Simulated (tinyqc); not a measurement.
Power transistor in saturation, electro-thermal loop: two steps of the calculation.

One temperature T for the device, T = T0 + Rth P(T), with P(T) = V I0 (T/300 K)^(-al) [1 + kv (T - 300 K)/Vov]^2. The loop gain is Rth dP/dT; a solution is thermally stable when it is below one.

Inputs (values chosen for the exercise): ambient temperature T0 = 340 K; drain voltage V = 48 V; saturation current at 300 K I0 = 0.14 A; exponent of the mobility al = 2.1; overdrive at 300 K Vov = 1.2 V; fall of the threshold with temperature kv = 2 mV/K; thermal resistance Rth = 18 K/W.

Problem 1. Temperature by substitution. P(T) = V I0 (T/300 K)^(-al) [1 + kv (T - 300 K)/Vov]^2; T(new) = T0 + Rth P(T).

T after iteration 1 = 445.81522 K

Find: P; T after iteration 2.

Solution 1.

P = 4.519 W
T after iteration 2 = 421.3 K

Problem 2. Loop gain and effective thermal resistance. P(T) = V I0 (T/300 K)^(-al) [1 + kv (T - 300 K)/Vov]^2; P'(T) = P [-al/T + 2 kv/(Vov + kv (T - 300 K))]; G = Rth P'. A small change of T0 changes T by 1/(1 - G) times as much.

converged T = 424.98915 K

Wanted: P; G; dT/dT0.

Solution 2.

P = 4.7216 W
G = -0.18550
dT/dT0 = 0.84353

The feedback is negative: heating lowers the power, and the device steadies itself.

Program tinyqc, `OMP_NUM_THREADS=1 python tinyqc.py 2520001 2520002 out.jsonl`; Intel Xeon 2.30GHz, shared host, one thread, about 0.01 s.
